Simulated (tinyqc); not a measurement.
Worked calculation: charge neutrality of a doped semiconductor with incomplete ionisation. Computed by tinyqc, a small Python program that keeps every step. Command: `OMP_NUM_THREADS=1 python tinyqc.py 3016106 3016107 out.jsonl dopant walk`. One thread of a shared host (Intel(R) Xeon(R) Processor @ 2.30GHz), about 0.02 s of CPU time with the checks. Intermediate numbers are printed to about 5 digits and carried at full precision; extremes and crossings named in words are read from the listed rows.

Energies are counted from the top of the valence band; E_D is measured down from the conduction band and E_A up from the valence band.

Inputs (values chosen for the exercise, modelled on diamond):
```
quantity                    value   unit
gap at 0 K E_g0              5.53     eV
Varshni alpha            0.000511   eV/K
Varshni beta                 1450      K
electron mass m_e           0.575    m_0
valleys M_c                     6      -
hole mass m_h                0.81    m_0
donor density N_D         3.8e+15  cm^-3
acceptor density N_A      1.2e+17  cm^-3
donor depth E_D             0.556     eV
acceptor depth E_A          0.361     eV
donor degeneracy g_D            2      -
acceptor degeneracy g_A         4      -
temperature T                 600      K
iteration cap                  20      -
```

Doping: p-type, compensated. Statistics of the bands: Boltzmann. Solver: Newton steps on the difference. Start of Newton steps: 0.25 eV inside the majority band.

ratios u of density to N: 0.026  0.092  0.32  1.1  3.8  13  46

Constants: m_0 = 9.1093837015e-31 kg; k_B = 1.380649e-23 J/K; h = 6.62607015e-34 J s; k_B = 8.617333262e-05 eV/K.

## Gap and effective densities of states

E_g = E_g0 - alpha T^2/(T + beta). N_c = 2 M_c (2 pi m_e k_B T/h^2)^(3/2) and N_v = 2 (2 pi m_h k_B T/h^2)^(3/2), masses in units of m_0. n_i = sqrt(N_c N_v) exp(-E_g/(2 k_B T)); E_i = E_g/2 + (k_B T/2) ln(N_v/N_c).

gap E_g = 5.4403 eV

N_c = 1.8568e+20 cm^-3

N_v = 5.1742e+19 cm^-3

k_B T = 0.051704 eV

intrinsic density n_i = 0.0013906 cm^-3

intrinsic level E_i = 2.6871 eV

## Charges at trial Fermi levels

n = N_c exp((E_F - E_g)/k_B T), p = N_v exp(-E_F/k_B T). N_D+ = N_D/(1 + g_D exp((E_F - E_g + E_D)/k_B T)). N_A- = N_A/(1 + g_A exp((E_A - E_F)/k_B T)). Neutrality: p + N_D+ = n + N_A-; the log ratio is ln[(p + N_D+)/(n + N_A-)]. The last column is ln[(p + N_D+)/(n + N_A-)], which vanishes at neutrality; trial levels are the majority level plus multiples of k_B T, rounded to 0.1 meV.

Densities (cm^-3):
```
E_F (eV)           n           p      N_D+        N_A-  log ratio
0.2059    2.0047e-24  9.6463e+17  3.80e+15  1.4756e+15     6.4866
0.3093    1.4811e-23  1.3057e+17  3.80e+15  1.0108e+16     2.5873
0.4127    1.0942e-22  1.7673e+16  3.80e+15  4.8551e+16    -0.8158
0.5161    8.0838e-22  2.3922e+15  3.80e+15  1.0007e+17    -2.7826
0.6712    1.6233e-20  1.1913e+14  3.80e+15  1.1882e+17    -3.4118
```

The log ratio changes sign between 0.3093 and 0.4127 eV.

## Solving for the Fermi level

Newton steps from the start named, with the slope from a central difference of 1e-6 eV; the function is the difference p + N_D+ - n - N_A- and steps are not cut; a step that lands more than 1.5 eV outside the gap ends the run; stop when |log ratio| < 1e-9.

Course of the iteration:
```
step  E_F (eV)   log ratio
1     -0.25000  2.4105e+01
2     -0.19830  2.2105e+01
3     -0.14659  2.0105e+01
4     -0.09489  1.8105e+01
5     -0.04318  1.6105e+01
6      0.00852  1.4106e+01
7      0.06023  1.2106e+01
8      0.11195  1.0107e+01
9      0.16368  8.1107e+00
10     0.21544  6.1208e+00
11     0.26716  4.1532e+00
12     0.31794  2.2736e+00
13     0.36171  7.4643e-01
14     0.38256  7.1689e-02
15     0.38484  5.8577e-04
16     0.38486  3.8599e-08
17     0.38486  1.1102e-15
```

Fermi level E_F (last iterate) = 0.38486 eV

converged (1 yes, 0 no) = 1

steps = 17

Converged in 17 steps.

## Densities at the solution

The formulas are those given above.

majority density p = 3.0279e+16 cm^-3

minority density n = 6.3867e-23 cm^-3

ionised share of the acceptors = 0.28399

distance of E_F from the majority band edge = 0.38486 eV

p is 26.1 % of the net doping; n p / n_i^2 = 1.000.

## The closed form for the extrinsic range

With Boltzmann statistics, no electrons and every donor ionised, p (p + N_D) = p1 (N_A - N_D - p) with p1 = (N_v/g_A) exp(-E_A/k_B T). Take the positive root.

p1 = 1.2009e+16 cm^-3

p from the quadratic = 3.0279e+16 cm^-3

Against the full solution, 3.0279e16 cm^-3, the quadratic is off by 0 %.

## Carrier density against temperature

Neutrality is solved by bisection at each T. The last column is -k_B d ln(p T^-3/2)/d(1/T) from this row and the one above; it turns negative as ionisation nears completion, when the density grows more slowly than that power of T.

Against temperature:
```
T (K)   p (cm^-3)  E_F from the band edge (eV)  ionised share  activation energy (eV)
150    3.6733e+07                      0.33471        0.03167                       -
190    1.8730e+10                      0.32770        0.03167                 0.36100
260    1.1313e+13                      0.31550        0.03176                 0.36081
300    1.1683e+14                      0.30923        0.03264                 0.35626
380    2.0673e+15                      0.30921        0.04889                 0.30929
600    3.0279e+16                      0.38486        0.28399                 0.17853
```

Between the two coldest rows the activation energy is 0.361 eV, 1.00 of the dopant depth: with compensation E_F is pinned at the level and the full depth shows. No row comes within 10 % of the net doping.

## Reduced Fermi level from a carrier density

F_1/2(eta) = (2/sqrt(pi)) int_0^infinity sqrt(x)/(1 + exp(x - eta)) dx, by the trapezoid rule in t = sqrt(x) with step 0.02 up to t = 12 (for eta < -12 by exp(eta) - exp(2 eta)/2^(3/2)). For u = density/N of the majority band, eta solves F_1/2(eta) = u (bisection). Boltzmann: ln u. Joyce-Dixon: ln u + u/sqrt(8) - 4.95009e-3 u^2 + 1.48386e-4 u^3 - 4.42563e-6 u^4. Degenerate limit: (3 sqrt(pi) u/4)^(2/3). The last column is (eta - ln u) k_B T.

Eta by four rules:
```
u      density (cm^-3)   exact  Boltzmann  Joyce-Dixon  degenerate  Boltzmann error (meV)
0.026       1.3453e+18  -3.640    -3.6497      -3.6405       0.106             4.7511e-01
0.092       4.7603e+18  -2.353    -2.3860      -2.3535       0.246             1.6796e+00
0.32        1.6557e+19  -1.027    -1.1394      -1.0268       0.566             5.8237e+00
1.1         5.6916e+19   0.478     0.0953       0.4784       1.288             1.9808e+01
3.8         1.9662e+20   2.614     1.3350       2.6142       2.944             6.6146e+01
13          6.7265e+20   6.556     2.5649       6.5242       6.684             2.0636e+02
46          2.3801e+21  15.468     3.8286       4.2454      15.521             6.0180e+02
```

Boltzmann statistics place E_F within 1 meV of the exact value up to u = 0.0260 of those listed and miss by 602 meV at u = 46. Joyce-Dixon stays within 0.01 in eta up to u = 3.80; the degenerate limit is still 0.34 % high at the last u. Past u of about 10 the Joyce-Dixon series fails. A parabolic band is assumed throughout.

Checks made by the program: neutrality at the solution (relative difference below 1e-10); the quadratic against the majority density (compared only where minority carriers are negligible) (relative difference below 1e-10).
